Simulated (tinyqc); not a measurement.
## Signal and retention of a DRAM cell: effect of temperature

A stored one starts at Vd and leaks: Cs dV/dt = -I(V), I = a sqrt((V + Vb)/(Vd + Vb)) + b, with a = Ig exp[-(Eg1 q/kB)(1/T - 1/T0)] (generation in a depletion layer) and b = Is exp[-(Es q/kB)(1/T - 1/T0)]. The bit line is precharged to Vd/2, and charge sharing gives the signal (V - Vd/2) Cs/(Cs + Cb).

The cell fails below Vc = Vd/2 + dm (Cs + Cb)/Cs. With s = sqrt((Vc + Vb)/(Vd + Vb)), the time from Vd to Vc is t = [2 Cs (Vd + Vb)/a] [1 - s - (b/a) ln((a + b)/(a s + b))]. This time is the median of a log-normal spread: failing cells = Nc erfc(z/sqrt 2)/2, z = ln(t/tr)/sg.

Inputs (values chosen for the exercise):
```
symbol,value,unit,meaning
Vd,1.1,V,array voltage
Cs,19,fF,cell capacitance
Cb,57,fF,bit-line capacitance
dm,69,mV,smallest signal that the sense amplifier resolves
Vb,1.45,V,built-in plus back-bias voltage of the storage junction
Ig,0.85,fA,junction leakage at V = Vd and T0
Is,0.079,fA,voltage-independent leakage at T0
Es,0.44,eV,activation energy of Is
T0,358,K,reference temperature
sg,0.67,,deviation of ln(retention time) over the cells
Nc,1.72e10,,cells
tr,32,ms,refresh interval
Eg1,0.52,eV,activation energy of Ig
```

Constants: q = 1.602176634e-19 C, kB = 1.380649e-23 J/K. Results are converted to the units shown.

Effect of temperature:

| T (K) | a (fA) | b (fA) | retention time (s) | failing cells |
|---|---|---|---|---|
| 298 | 0.02854 | 0.004472 | 161.5 | 3.625e-27 |
| 318 | 0.1020 | 0.01314 | 46.35 | 1.488e-17 |
| 338 | 0.3135 | 0.03397 | 15.36 | 2.676e-10 |
| 358 | 0.8500 | 0.07900 | 5.749 | 8.038e-5 |
| 368 | 1.344 | 0.1164 | 3.658 | 0.01303 |
| 378 | 2.074 | 0.1680 | 2.383 | 1.072 |
| 398 | 4.625 | 0.3312 | 1.078 | 1311 |

The retention time falls from 162 to 1.08 s, halving every 17.5 K at the hot end. Its apparent activation energy goes from 0.510 to 0.514 eV, between Es = 0.44 and Eg1 = 0.52 eV, as the share of a in the leakage grows from 86.5 to 93.3 %.

Range of the model: Real arrays also hold a tail of unusually leaky cells and cells whose retention varies in time, which this model lacks.

tinyqc, about 0.01 s, one thread, Intel Xeon 2.30GHz (shared host): `OMP_NUM_THREADS=1 python tinyqc.py 2130141 2130142 out.jsonl`
